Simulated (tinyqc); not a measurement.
Flattening the wire at fixed area: round or elliptic silicon nanowire with anisotropic valleys (Ritz method).

Wire along x = [110] on a (001) wafer, y = [-110], z = [001]. Valley groups (w = inverse masses): A, two valleys along z: w_y = 1/mt, w_z = 1/ml, m_x = mt; B, four valleys in the wafer plane: w_y = (1/ml + 1/mt)/2, w_z = 1/mt, m_x = (ml + mt)/2.

Hard wall on the ellipse (y/a)^2 + (z/b)^2 = 1, c = hbar^2/2m0. With u = y/a, v = z/b the operator is -c [(w_y/a^2) d2/du2 + (w_z/b^2) d2/dv2] on the unit disc. Basis (1 - u^2 - v^2) u^i v^j; S, X and Y are the disc integrals of f f', (df/du)(df'/du) and (df/dv)(df'/dv), from the integral of u^p v^q = 2 Gamma((p+1)/2) Gamma((q+1)/2)/((p + q + 2) Gamma((p+q+2)/2)) for even p, q; H = c (w_y X/a^2 + w_z Y/b^2).

Converged values use 21 functions of each parity class (e or o in u, then in v).

Constants: hbar^2/2m0 = 3.80998211 eV angstrom^2.

Parameters, chosen for this exercise (near those of a Si nanowire; the results hold for these values, not for the real material): ml = 0.916 m0 (longitudinal mass); mt = 0.187 m0 (transverse mass); asp = (0.4, 0.6, 0.8, 1, 1.3, 1.8, 2.5) (ratios a/b); area = 9.1 nm^2 (cross-section, kept fixed).

a = sqrt(area x ratio/pi), b = a/ratio, 1 nm^2 = 100 angstrom^2; lowest level of each group.

Levels (eV):

| a/b | a (angstrom) | b (angstrom) | A | B |
|---|---|---|---|---|
| 0.4 | 10.8 | 26.9 | 0.4889 | 0.3828 |
| 0.6 | 13.2 | 22.0 | 0.3477 | 0.3255 |
| 0.8 | 15.2 | 19.0 | 0.2794 | 0.3158 |
| 1.0 | 17.0 | 17.0 | 0.2407 | 0.3253 |
| 1.3 | 19.4 | 14.9 | 0.2088 | 0.3560 |
| 2.5 | 26.9 | 10.8 | 0.1851 | 0.5370 |

Give the missing row, a/b = 1.8.

Computed row:
```
a/b  a (angstrom)  b (angstrom)       A       B
1.8          22.8          12.7  0.1875  0.4257
```

Each group is lowest where its stretched ellipse is a circle, at a/b = sqrt(w_y/w_z): 2.21 for A and 0.78 for B. The lowest group is B in the first row and A in the last, crossing between a/b = 0.6 and 0.8; B - A is -106 meV in the first row and +352 meV in the last.

(tinyqc, `OMP_NUM_THREADS=1 python tinyqc.py 1250107 1250108 out.jsonl`, Intel(R) Xeon(R) Processor @ 2.30GHz, 1 thread, shared host, about 0.05 s.)
